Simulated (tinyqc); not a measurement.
A longer run and its error bar: q-state Potts model on a small periodic square lattice: enumeration, Metropolis, heat-bath and Wolff steps. Computed by tinyqc, a small Python program. Command: `OMP_NUM_THREADS=1 python tinyqc.py 3111741 3111742 out.jsonl potts walk`. One thread of a shared host (Intel(R) Xeon(R) Processor @ 2.30GHz), about 0.04 s of CPU time with the checks.

E = -J x (number of nearest-neighbour bonds with equal states); n x n sites with periodic edges have 2 n^2 bonds. Order parameter m = (q f - 1)/(q - 1), f being the largest share of one state. Sites are numbered row by row from 0. Here q = 3 and n = 3.

Inputs (values chosen for the exercise, for a model of domains or grain orientations):
```
quantity             value  unit
number of states q       3     -
edge n                   3     -
coupling J              38   meV
temperature T          277     K
seed                574018     -
```

Update: Metropolis.

Constants: k_B = 8.617333262e-05 eV/K.

Method:
- K = J/(k_B T); the infinite square lattice orders at K_c = ln(1 + sqrt(q)); Wolff bond probability p = 1 - exp(-K).
- All q^(n^2) states are counted by their number b of equal bonds; weights g(b) exp(K b), K = J/(k_B T). Per site: u = -J <b>/n^2, c/k_B = K^2 (<b^2> - <b>^2)/n^2.
- ln Z = ln sum g(b) exp(K b); entropy per site s/k_B = (ln Z - K <b>)/n^2.
- After 400 updates are discarded, b is recorded for 4000 sweeps of n^2 steps of the update named (random numbers not printed, so these rows are one sample). Records are averaged in blocks; the error is the scatter of block means over sqrt(number of blocks), and the last column its square over that for single records.

start states:
```
   1  2  3
1  1  2  0
2  1  0  1
3  1  0  1
```

K = 1.59196

<b> = 17.8488

Blocking:
```
block length  mean b     error  variance ratio
1             17.849  0.012756          1.0000
4             17.849  0.021015          2.7142
16            17.849  0.028017          4.8240
40            17.849  0.027229          4.5564
100           17.849  0.031149          5.9627
```

The run gives 17.849 +/- 0.027 (blocks of 40) against the exact 17.849, a difference of 0.0 error bars. Single records understate the error by a factor of about 2.1, because successive records are correlated.

Extremes, crossings and ranges named in words are read from the listed rows.
